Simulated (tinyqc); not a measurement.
## CMOS latch-up, two-transistor model: effect of the resistance from the pnp collector to the npn base

A parasitic pnp (emitter at Vdd, base shunted by Rw) and npn (emitter at ground, base shunted by Rs) feed each other: the npn collector current flows out of the pnp base node, the pnp collector current into the npn base node. Forward-active transistors with constant gains: Icn = Isn exp(Vn/Vt), Icp = Isp (exp(Vp/Vt) - 1). A current Ii is injected into the npn base node.

Node equations: Vp/Rw + Icp/bp = Icn and Vn/Rs + Icn/bn = Icp + Ii. Loop gain G = gn gp/[(1/Rw + gp/bp)(1/Rs + gn/bn)], gn = Icn/Vt, gp = (Icp + Isp)/Vt; the off state ends where G = 1, and Ii there is the trigger current. On state with both base-emitter voltages at Von: npn base current Ib = (Von/Rs + bp Von/Rw)/(bn bp - 1), holding current Ih = (bn + 1) Ib + Von/Rs, holding voltage Vh = Vsat + Von + R2 (Ib + Von/Rs).

Values chosen for this exercise; values close to those of bulk CMOS:
```
symbol,value,unit,meaning
T,293,K,temperature
bn,6.6,,current gain of the npn
bp,1.7,,current gain of the pnp
Isn,8.9e-16,A,saturation current of the npn at T
Isp,3.6e-16,A,saturation current of the pnp at T
Rs,380,ohm,substrate resistance shunting the npn
Rw,340,ohm,well resistance shunting the pnp
Von,0.77,V,base-emitter voltage in the on state
Vsat,0.06,V,saturation voltage
Vdd,3.3,V,supply voltage
```

Constants: q = 1.602176634e-19 C, kB = 1.380649e-23 J/K, Vt = kB T/q. Results are converted to the units shown.

The same in every row: Vn at trigger (V) = 0.7158; trigger current (mA) = 2.145; Ih (mA) = 6.396.

Result of one run:
```
Vh (V)
6.033
```

Which resistance from the pnp collector to the npn base R2 gave this result: 5, 37, 100, 270 or 2000 ohm?

R2 = 2000 ohm.

The whole series:
```
R2 (ohm)	Vh (V)
5	0.8430
14	0.8664
37	0.9262
100	1.090
270	1.532
740	2.755
2000	6.033
```

As R2 goes from 5 to 2000 ohm, the trigger current stays at 2.15 mA, Ih stays at 6.40 mA and Vh rises from 0.843 to 6.03 V. Vh exceeds the supply Vdd = 3.3 V, which then cannot sustain a latched state, in 1 of the 7 rows.

Computed by the program tinyqc: `OMP_NUM_THREADS=1 python tinyqc.py 2670057 2670058 out.jsonl`, one thread of a shared Intel Xeon 2.30GHz, about 0.04 s for the whole run.
